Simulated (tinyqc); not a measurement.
## Mobility and doping from two currents

Problem. A trap-free film with injecting contacts is fitted, with diffusion neglected, by J = q mu N V/Lf + (9/8) eps0 eps_r mu V^2/Lf^3. Find mu, N and the voltage at which both terms are equal.

Values chosen for this exercise:
```
symbol  value  unit                meaning
eps_r    11.7        relative permittivity
Lf       1900    nm         film thickness
```

Constants: q = 1.602176634e-19 C, eps0 = 8.8541878128e-14 F/cm where lengths are in cm. Results are converted to the units shown.

J at 3.2 and 16 V (A/cm^2): 21.770209  223.68497

Answer. J/V is a straight line in V: the slope gives mu and the intercept mu N.

mu = 3.30 cm^2/(V s)
N = 1.80e15 cm^-3
crossover voltage = 8.93 V

tinyqc, about 0.08 s, one thread, Intel Xeon 2.30GHz (shared host): `OMP_NUM_THREADS=1 python tinyqc.py 2730040 2730041 out.jsonl`
